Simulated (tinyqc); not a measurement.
# Low-temperature mobility of a two-dimensional electron gas with static screening, step by step

A worked calculation. Computed by tinyqc, a small Python program that keeps every step. Command: `OMP_NUM_THREADS=1 python tinyqc.py 3015823 3015824 out.jsonl twodeg walk`. One thread of a shared host (Intel(R) Xeon(R) Processor @ 2.30GHz), about 0.01 s of CPU time with the checks. Intermediate numbers are printed to about 5 digits and carried at full precision; extremes and crossings named in words are read from the listed rows.

One subband is filled, the gas is degenerate and scatters at the Fermi circle; one permittivity serves on both sides of the interface. All formulas are in SI units, masses times m_0. Piezoelectric and polar phonons are left out, and n_s is taken as set by a gate, independent of N_i.

Inputs (values chosen for the exercise, modelled on a strained silicon well):
```
quantity,value,unit
in-plane mass m,0.195,m_0
mass across the layer m_z,0.923,m_0
permittivity eps,11.8,-
valley degeneracy g_v,2,-
sheet density n_s,2.1e+11,1/cm^2
depletion charge N_d,2.6e+10,1/cm^2
roughness height Delta,0.39,nm
correlation length Lambda,2.6,nm
remote charge density N_i,1.4e+11,1/cm^2
distance d of the charges from the interface,4.7,nm
density rho,2329,kg/m^3
sound velocity v_l,9200,m/s
deformation potential D_A,9.6,eV
temperature T,4.2,K
```

Wave function: Fang-Howard. Roughness spectrum: exponential.

Constants: m_0 = 9.1093837015e-31 kg; e = 1.602176634e-19 C; eps_0 = 8.8541878128e-12 F/m; hbar = 1.054571817e-34 J s; k_B = 1.380649e-23 J/K.

## Fermi circle, screening and layer thickness

k_F = sqrt(2 pi n_s/g_v); E_F = hbar^2 k_F^2/(2 m); q_TF = g_v m e^2/(2 pi eps eps_0 hbar^2); Fang-Howard parameter b = [12 m_z e^2 (N_d + 11 n_s/32)/(eps eps_0 hbar^2)]^(1/3), mean depth 3/b; effective field F = e (N_d + n_s/2)/(eps eps_0).

k_F = 0.081224 1/nm

E_F = 1.2890 meV

q_TF = 1.2491 1/nm

b = 0.60264 1/nm

mean depth = 4.9781 nm

effective field F = 0.020089 MV/cm

q_TF/(2 k_F) = 7.69: screening is strong for back-scattering. Caution: k_B T exceeds a quarter of E_F, so scattering at the Fermi circle alone and zero-temperature screening are rough.

## The integrands at a few angles

Form factors with u = q/b: screening G(q) = [1 + 9u/8 + 3u^2/8]/(1 + u)^3, remote charge P(q) = exp(-q d)/(1 + u)^3. Dielectric function eps(q) = 1 + q_TF G(q)/q, with q = 2 k_F sin(theta/2). Roughness: <|U|^2> = (e F)^2 S(q), S = pi Delta^2 Lambda^2/(1 + q^2 Lambda^2/2)^(3/2). Remote charges: <|U|^2> = N_i [e^2 P(q)/(2 eps eps_0 q)]^2. The last two columns are (m/(pi hbar^3)) <|U|^2>/eps(q)^2.

Integrands (1e9/(s rad)):
```
theta (degrees),q (1/nm),G,eps(q),roughness,remote charges
5,0.00709,0.97836,173.47,5.3596e-04,587.98
15,0.02120,0.93756,56.23,5.0901e-03,477.00
30,0.04204,0.88243,27.22,2.1584e-02,349.55
60,0.08122,0.79275,13.19,8.9686e-02,193.63
90,0.11487,0.72763,8.91,1.9022e-01,115.89
135,0.15008,0.66889,6.57,3.3507e-01,67.36
180,0.16245,0.65021,6.00,3.9424e-01,55.62
```

## Interface roughness

1/tau_t = (m/(pi hbar^3)) int_0^pi (1 - cos theta) <|U|^2>/eps(q)^2 dtheta; the quantum rate 1/tau_q drops the factor (1 - cos theta); 200 Gauss-Legendre points in s with theta = pi s^2, s from 0 to 1; mu = e tau_t/m.

tau_t, roughness = 1087.2 ps

tau_q, roughness = 1648.3 ps

roughness mobility = 9.8057e+06 cm^2/(V s)

tau_t/tau_q, roughness = 0.65955

k_F Lambda = 0.21: the roughness is short against the Fermi wavelength and scatters through large angles.

## Remote charges

The formulas are those given above.

tau_t, charges = 3.5009 ps

tau_q, charges = 1.7085 ps

remote-charge mobility = 31577 cm^2/(V s)

tau_t/tau_q, charges = 2.0491

With D = d + 3/b = 9.68 nm, k_F D = 0.79 and q_TF D = 12.09. When both are large, only small angles survive the factor exp(-2 q D) and tau_t/tau_q tends to (2 k_F D)^2, here 2.47; that limit is not reached.

## Acoustic phonons

Unscreened deformation potential in equipartition: 1/tau = m D_A^2 k_B T I/(rho v_l^2 hbar^3), I = int |psi|^4 dz = 3 b/16 for the Fang-Howard function (used for both wave-function options); mu = e tau/m. Bloch-Grueneisen temperature T_BG = 2 hbar v_l k_F/k_B.

acoustic mobility = 7.5733e+05 cm^2/(V s)

T_BG = 11.416 K

Caution: T is below the Bloch-Grueneisen temperature T_BG, so equipartition fails: the acoustic mobility is only a lower bound and the acoustic share of 1/mu is overstated.

## All together

At the Fermi circle the rates add, so 1/mu is the sum; sheet resistance 1/(n_s e mu); mean free path hbar k_F mu/e; the quantum time adds the rates 1/tau_q, with the isotropic acoustic rate e/(m mu).

Mobilities:
```
process,mu (cm^2/(V s)),share of 1/mu (%)
roughness,9.8057e+06,0.30818
remote charges,31577,95.702
acoustic phonons,7.5733e+05,3.9903
```

mobility mu = 30220 cm^2/(V s)

sheet resistance = 983.52 ohm

mean free path = 161.56 nm

Dingle ratio tau_t/tau_q = 2.0029

The largest single share of 1/mu (96 %) belongs to remote charges: they are many or near enough that screening leaves their potential the strongest. The Dingle ratio of 2.00 lies between the short-range and smooth limits.

Checks made by the program: angular integral against adaptive quadrature (relative difference below 1e-10).
